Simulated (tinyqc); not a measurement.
Ellipsoidal valleys in the axes of a wafer and a channel: one step. Tensors of the valley [111]. Two cases, with inputs chosen for the exercise.

Task: Form w and the reduced tensor u.

Valleys with axes a along [111], [1-1-1], [-11-1] and [-1-11], one whole valley each; inverse mass tensor w = 1/mt + (1/ml - 1/mt) a a. Device axes: z = nz/|nz|, x = nx/|nx|, y = z cross x; in them a = (ax, ay, az). Confinement mass mz = 1/w_zz. In the plane w_ij is replaced by u_ij = w_ij - w_iz w_jz/w_zz (i, j = x, y); density-of-states mass md = 1/sqrt(det u); conductivity mass along x mc = 1/u_xx; ballistic transport mass mx = u_yy/det u, width mass my = 1/u_yy.

Give: w; u.

Case 1.

Values chosen (out of a larger set: near those of the L valleys of Ge; not measured data): ml = 1.576 m0 (longitudinal mass); mt = 0.084 m0 (transverse mass).

valley axes, rows [111], [1-1-1], [-11-1], [-1-11]; columns ax, ay, az:
```
[[0.816497, 0.000000, 0.577350],
 [-0.816497, 0.000000, 0.577350],
 [0.000000, -0.816497, -0.577350],
 [0.000000, 0.816497, -0.577350]]
```

Result:

w (1/m0), rows x, y, z and columns alike:
```
[[4.3913, 0.0000, -5.3128],
 [0.0000, 11.9048, 0.0000],
 [-5.3128, 0.0000, 8.1480]]
```

u (1/m0), rows x, y and columns alike:
```
[[0.9271, 0.0000],
 [0.0000, 11.9048]]
```

Case 2.

Values chosen (out of a larger set: near those of the L valleys of GaAs; not measured data): ml = 1.917 m0 (longitudinal mass); mt = 0.076 m0 (transverse mass).

valley axes, rows [111], [1-1-1], [-11-1], [-1-11]; columns ax, ay, az:
```
[[0.333333, 0.000000, 0.942809],
 [0.333333, -0.816497, -0.471405],
 [0.333333, 0.816497, -0.471405],
 [-1.000000, 0.000000, 0.000000]]
```

Result:

w (1/m0), rows x, y, z and columns alike:
```
[[11.7539, 0.0000, -3.9712],
 [0.0000, 13.1579, 0.0000],
 [-3.9712, 0.0000, 1.9257]]
```

u (1/m0), rows x, y and columns alike:
```
[[3.5644, 0.0000],
 [0.0000, 13.1579]]
```

The axis is tilted against the normal, so w_xz or w_yz is not zero and the reduction changes the masses in the plane.

Computed by tinyqc, one run a case: `OMP_NUM_THREADS=1 python tinyqc.py N N+1 out.jsonl` with N = 1850907, 1880772; one thread of a shared Intel(R) Xeon(R) Processor @ 2.30GHz, about 0.01 s a run at most.
